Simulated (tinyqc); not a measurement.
# Worked calculation: planar ballistic transistor, top-of-the-barrier model

tinyqc, about 0.01 s, one thread, Intel Xeon 2.30GHz (shared host): `OMP_NUM_THREADS=1 python tinyqc.py 2400053 2400054 out.jsonl` Printed values are rounded.

At the top of the source barrier, states moving towards the drain are filled by the source (Fermi level 0) and states moving back by the drain (Fermi level -q Vd); nothing scatters. U is the shift of the band edge there, set by the capacitances CG, CD and CS (the total) and by the charge. Parabolic two-dimensional band; the source is grounded.

Parameters, values chosen for the exercise; mass and valleys made up: temperature T = 300 K; effective mass m = 0.0975 m0; valley degeneracy gv = 1; relative permittivity of the gate insulator eox = 7.5; insulator thickness tox = 3 nm; gate control CG/CS aG = 0.83; drain control CD/CS aD = 0.044; band edge at the barrier top above the source Fermi level at zero bias E0 = 0.28 eV; gate voltage Vg = 0.4 V; drain voltage Vd = 0.1 V.

Constants: q = 1.602176634e-19 C, kB = 1.380649e-23 J/K, hbar = 1.054571817e-34 J s, m0 = 9.1093837015e-31 kg, Vt = kB T/q, eps0 = 8.8541878128e-14 F/cm where lengths are in cm. Results are converted to the units shown.

## Density of states, capacitances and charge at zero bias

N0 = gv m kB T/(pi hbar^2), CG = eps0 eox/tox, vT = sqrt(2 kB T/(pi m)), CS = CG/aG, n0 = n at U = 0 and Vd = 0. eta1 = -(E0 + U)/Vt, eta2 = eta1 - Vd/Vt, n = (N0/2)[F_0(eta1) + F_0(eta2)], F_0(x) = ln(1 + exp x). UL = -(aG Vg + aD Vd).

N0 = 1.052921e12 cm^-2
CG = 2.213547 uF/cm^2
CS = 2.666924 uF/cm^2
n0 = 2.082566e7 cm^-2
UL = -0.3364 eV

## Iteration 1: self-consistent potential at the barrier top

U at the start (U = UL) = -0.3364 eV

eta1 = -(E0 + U)/Vt, eta2 = eta1 - Vd/Vt, n = (N0/2)[F_0(eta1) + F_0(eta2)], F_0(x) = ln(1 + exp x). U(out) = UL + q (n - n0)/CS. Newton step: U(new) = U + (U(out) - U)/(1 + CQ/CS), CQ = (q/Vt) dn/d(eta1) with both F' summed; F_0'(x) = 1/(1 + exp(-x)).

eta1 = 2.181649
eta2 = -1.686523
n = 1.294282e12 cm^-2
U(out) = -0.2586462 eV
CQ = 3.441611 uF/cm^2
U after iteration 1 = -0.3024535 eV

## Iteration 2: self-consistent potential at the barrier top

As before.

eta1 = 0.8685400
eta2 = -2.999633
n = 6.672859e11 cm^-2
U(out) = -0.2963135 eV
CQ = 2.453201 uF/cm^2
U after iteration 2 = -0.2992553 eV

## Course of the iteration: self-consistent potential at the barrier top

Stop when U changes by less than 1e-9 eV, or after 90 iterations.

Course of the iteration:
```
iteration,U (eV),|change| (eV)
1,-0.3024535,0.0339
2,-0.2992553,3.20e-3
3,-0.2992225,3.28e-5
4,-0.2992225,3.51e-9
5,-0.2992225,0
```

Converged in 5 iterations. At the end the number of correct digits about doubles with each step.

## Current, mean velocity and share of the gate voltage

converged U = -0.2992225 eV

N0 = gv m kB T/(pi hbar^2), CG = eps0 eox/tox, vT = sqrt(2 kB T/(pi m)), CS = CG/aG, n0 = n at U = 0 and Vd = 0. eta1 = -(E0 + U)/Vt, eta2 = eta1 - Vd/Vt, n = (N0/2)[F_0(eta1) + F_0(eta2)], F_0(x) = ln(1 + exp x). I = q (N0/2) vT [F_(1/2)(eta1) - F_(1/2)(eta2)] per width, F_(1/2)(x) = (2/sqrt(pi)) int_0^infinity u^(1/2)/(1 + exp(u - x)) du. Mean velocity I/(q n). CQ = (q/Vt) dn/d(eta1); the band edge follows the gate as -dU/dVg = aG/(1 + CQ/CS).

eta1 = 0.7435600
n = 6.188635e11 cm^-2
I = 186.5502 uA/um
mean velocity = 1.881441e7 cm/s
CQ = 2.348771 uF/cm^2
-dU/dVg = 0.4413241 eV/V

The carriers from the source are near degeneracy (eta1 = 0.744), and the mean velocity is 1.09 times vT = sqrt(2 kB T/(pi m)) = 1.72e7 cm/s.
